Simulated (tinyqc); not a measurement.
## Minority carriers and saturation current of a heavily doped emitter: effect of temperature on the narrowing factor

n-type, parabolic bands, full ionisation. eta = (EF - Ec)/kB T solves N = Nc F12(eta), F12(x) = (2/sqrt(pi)) int_0^infinity sqrt(u)/(1 + exp(u - x)) du. The gap shrinks rigidly by dEg = E1 [ln(N/N0) + sqrt(ln^2(N/N0) + 0.5)], an empirical law that is here taken as the true narrowing.

Nc is given at 350 K and scales as T^1.5; dEg is held. The factor nie^2/ni^2 = exp(dEg/kB T) g, g = F12(eta) exp(-eta), divides the current gain of a transistor with this emitter.

Inputs (values chosen for the exercise); band and dielectric values those of a made-up semiconductor:
```
symbol    value   unit                                     meaning
Nc      2.94e19  cm^-3  conduction-band density of states at 350 K
N        8.8e18  cm^-3                       ionised donor density
E1          9.8    meV                 energy of the narrowing law
N0       9.6e16  cm^-3                density of the narrowing law
```

Constants: q = 1.602176634e-19 C, kB = 1.380649e-23 J/K, Vt = kB T/q. Results are converted to the units shown.

Effect of temperature on the narrowing factor:
```
T (K),eta,g,nie^2/ni^2,its logarithm
150,0.4364,0.6895,679.2,6.521
200,-0.1242,0.7845,137.9,4.927
250,-0.5274,0.8402,52.54,3.962
300,-0.8424,0.8758,27.49,3.314
350,-1.101,0.9000,17.26,2.849
400,-1.320,0.9173,12.16,2.498
450,-1.511,0.9302,9.255,2.225
```

Read the table: what changes, and by how much?

The factor falls from 679 to 9.26. Its slope against q/kB T is 82.4 meV between the first two rows and 84.8 meV between the last two, against dEg = 89.1 meV: degeneracy takes back part of the narrowing. The factor grows on cooling, so the current gain of such a transistor falls.

Range of the model: Band tails, non-parabolic bands and incomplete ionisation are left out.

Program tinyqc, `OMP_NUM_THREADS=1 python tinyqc.py 2330128 2330129 out.jsonl`; Intel Xeon 2.30GHz, shared host, one thread, about 0.01 s.
